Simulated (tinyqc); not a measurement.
Deal-Grove kinetics of thermal oxidation of silicon. From oxide thickness x back to temperature T. Computed by tinyqc, a small Python program. Command: `OMP_NUM_THREADS=1 python tinyqc.py 3023499 3023500 out.jsonl oxide inv`. One thread of a shared host (Intel(R) Xeon(R) Processor @ 2.30GHz), about 0.6 s of CPU time with the checks.

Oxidant diffuses through the oxide and reacts at the interface, so that dx/dt = B/(A + 2x) for the oxide thickness x.

Inputs (values chosen for the exercise, close to those used for silicon):

| quantity | value | unit |
|---|---|---|
| prefactor B0 | 831 | um^2/h |
| activation energy E_B | 1.22 | eV |
| prefactor (B/A)0 | 7.06e+06 | um/h |
| activation energy E_A | 2.01 | eV |
| oxidant pressure p | 2 | atm |
| pressure exponent m of B/A | 0.74 | - |
| initial oxide x_i | 0.025 | um |
| time t | 0.38 | h |

Ambient: dry oxygen. Surface: (111).

Constants: k_B = 8.617333262e-05 eV/K.

Method:
- B = B0 p exp(-E_B/(k_B T)), B/A = (B/A)0 p^m exp(-E_A/(k_B T)), p in atm; A = B/(B/A).
- Temperatures in kelvin are T(C) + 273.15.
- tau = (x_i^2 + A x_i)/B and x = (A/2) [sqrt(1 + 4 B (t + tau)/A^2) - 1], the root of x^2 + A x = B (t + tau).
- Silicon consumed is 0.44 times the oxide grown; the rate is B/(A + 2x).

Question. A run gave the result below. Find the temperature T, known to lie between 800 and 1200 C.

oxide thickness x = 0.04304318 um

Answer.

Each step takes the trial c = (a f_b - b f_a)/(f_b - f_a), f being the result less the target and a, b, c the logarithms of the listed values; c replaces end b, the old b replaces a if the sign of f changed, and otherwise f_a is halved.

Scan of the range:

| temperature T (C) | oxide thickness x (um) |
|---|---|
| 800 | 0.026521 |
| 856 | 0.029294 |
| 916 | 0.036356 |
| 980 | 0.052102 |
| 1050 | 0.081799 |
| 1120 | 0.122762 |
| 1200 | 0.178934 |

False position (Illinois rule, in the logarithm of the input) inside the bracket:

| step | end a | end b | trial | oxide thickness x (um) |
|---|---|---|---|---|
| 1 | 916.000 | 980.000 | 942.653 | 0.0416757 |
| 2 | 980.000 | 942.653 | 947.468 | 0.0428159 |
| 3 | 980.000 | 947.468 | 948.998 | 0.0431902 |
| 4 | 947.468 | 948.998 | 948.397 | 0.0430424 |
| 5 | 948.998 | 948.397 | 948.400 | 0.0430432 |
| 6 | 948.998 | 948.400 | 948.400 | 0.0430432 |
| 7 | 948.400 | 948.400 | 948.400 | 0.0430432 |

Oxide thickness x rises at every point of a 13-point scan of the range (every second point is shown), so one value fits; it is bracketed by 916 and 980. Answer: temperature T = 948.4 C.
